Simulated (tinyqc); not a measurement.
Raising the sheet density: Gamma, L and X subbands of a thin body with non-parabolic valleys.

Hard walls, flat band, c = hbar^2/2m0, energies from the bulk Gamma edge. For a valley at angle theta to the normal 1/m_z = cos^2/ml + sin^2/mt and m_d = sqrt(ml mt^2/m_z). Subband n starts at E_v + e with e (1 + a e) = c (n pi/t)^2/m_z, and its density-of-states mass is taken as m_d (1 + 2 a e), without further growth at higher in-plane energy. Groups are named by valley and degeneracy.

n_i = g m/(2 pi c) kB T ln(1 + exp((EF - E_i)/kB T)), sum n_i = Ns (1e12/cm^2 = 1e-4/angstrom^2), c = hbar^2/2m0. Quantum capacitance Cq = 1602.176634 sum g m/(2 pi c) f_i in microfarad/cm^2 with f_i = 1/(1 + exp((E_i - EF)/kB T)); Cox = 34.5313/eot (one gate); C/Cox = Cq/(Cq + Cox), the centroid term left out.

Constants: hbar^2/2m0 = 3.80998211 eV angstrom^2; kB = 8.617333262e-05 eV/K.

Parameters, chosen for this exercise (near those of a thin Ge channel; not measured data):

| symbol | value | unit | meaning |
|---|---|---|---|
| face | 111 |  | surface |
| mG | 0.0376 | m0 | Gamma mass |
| aG | 1.03 | 1/eV | Gamma non-parabolicity |
| EL | -0.161 | eV | L edge above Gamma |
| mL | (1.539, 0.082) | m0 | L valleys (four, along <111>): ml, mt |
| EX | 0.031 | eV | X edge above Gamma |
| mX | (0.864, 0.186) | m0 | Delta valleys (six, along <100>): ml, mt |
| aS | 0.32 | 1/eV | non-parabolicity of L and X |
| t | 70 | angstrom | body thickness |
| T | 300 | K | temperature |
| eot | 13 | angstrom | equivalent oxide thickness |
| Nl | (0.5, 1, 2, 4, 7, 11, 16) | x 1e12/cm^2 | sheet densities |

Fixed thickness, n = 1 to 8 of all groups; the gate overdrive above the lowest edge is (EF - E_lowest)/e + 0.1602177 Ns/Cox in volts.

Results:

| Ns (1e12/cm^2) | EF - lowest (eV) | Gamma share (%) | Cq | C/Cox | overdrive (V) |
|---|---|---|---|---|---|
| 0.5 | -0.037 | 0.0 | 2.93 | 0.525 | -0.007 |
| 1.0 | -0.018 | 0.0 | 5.59 | 0.678 | 0.042 |
| 2.0 | 0.002 | 0.0 | 10.40 | 0.797 | 0.123 |
| 4.0 | 0.025 | 0.0 | 18.87 | 0.877 | 0.266 |
| 7.0 | 0.045 | 0.0 | 30.12 | 0.919 | 0.467 |
| 11.0 | 0.062 | 0.0 | 43.25 | 0.942 | 0.726 |
| 16.0 | 0.078 | 0.0 | 56.93 | 0.955 | 1.043 |

The lowest subband is L1 n=1; the light Gamma level lies 329 meV above it, above that valley in the bulk already and lifted further by confinement. At the highest density band filling takes 0.078 V of the 1.043 V overdrive. Cq grows from 2.9 to 56.9 microfarad/cm^2 while EF moves from -0.037 to +0.078 eV against the lowest edge; the Gamma share stays near 0 %.

Run: tinyqc, `OMP_NUM_THREADS=1 python tinyqc.py 1251780 1251781 out.jsonl`; Intel(R) Xeon(R) Processor @ 2.30GHz, one thread, shared host; about 0.02 s of CPU time with all checks.
